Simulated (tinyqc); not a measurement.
## Surface Green function of a zigzag honeycomb ribbon two chains wide, Sancho-Rubio decimation: effect of the broadening

A semi-infinite lead of cells 0, 1, 2, ... with H0 inside a cell and H1 = <cell i|H|cell i + 1>. Cell of four sites joined 1-2-3-4 by -t; site 2 joins site 1 of the next cell and site 3 joins site 4 of the next cell. z = E + i eta.

Start with e_s = e = H0, a = H1, b = H1^dagger. Each round: g = (z - e)^(-1); e_s <- e_s + a g b; e <- e + a g b + b g a; a <- a g a; b <- b g b (all with the old a, b). Round k joins cells 2^k apart. Stop when the largest entry of the matrices a and b is below 1e-12 eV; g_s = (z - e_s)^(-1), bulk (z - e)^(-1), density of states -Im Tr/pi. The last column counts the steps of the plain recursion g <- (z - H0 - H1 g H1^dagger)^(-1), one cell a step from g = (z - H0)^(-1), until no entry changes by more than 1e-8 1/eV.

Values chosen for this exercise: energy E = 3.28 eV.

H0 (eV):
```
      1      2     3      4
1  0.16   -2.7     0      0
2  -2.7  -0.16  -2.7      0
3     0   -2.7  0.16   -2.7
4     0      0  -2.7  -0.16
```

H1 (eV):
```
      1  2  3     4
1     0  0  0     0
2  -2.7  0  0     0
3     0  0  0  -2.7
4     0  0  0     0
```

Result of one run:
```
eta (eV)  rounds  surface density of states (1/eV)  plain steps
0.3            8                            0.3072           53
```

What becomes of these results when the broadening eta is changed from 0.3 to 0.8 eV, all else the same?

Result of the changed run:
```
eta (eV)  rounds  surface density of states (1/eV)  plain steps
0.8            7                            0.2709           22
```

The whole series:
```
eta (eV)  rounds  surface density of states (1/eV)  plain steps
0.8            7                            0.2709           22
0.3            8                            0.3072           53
0.1           10                            0.3302          158
0.05          11                            0.3370          315
0.03          11                            0.3399          525
0.01          13                            0.3428         1575
```

The rounds go from 7 to 13 and the plain steps from 22 to 1575. Inside a band the plain recursion needs a number of steps that grows as 1/eta, the decimation only as log2(1/eta). The density of states tends to 0.3443 1/eV as eta goes to zero; the first row is 21 % below that and the last 0.43 % below it.

tinyqc, about 0.04 s, one thread, Intel Xeon 2.30GHz (shared host): `OMP_NUM_THREADS=1 python tinyqc.py 2680022 2680023 out.jsonl`
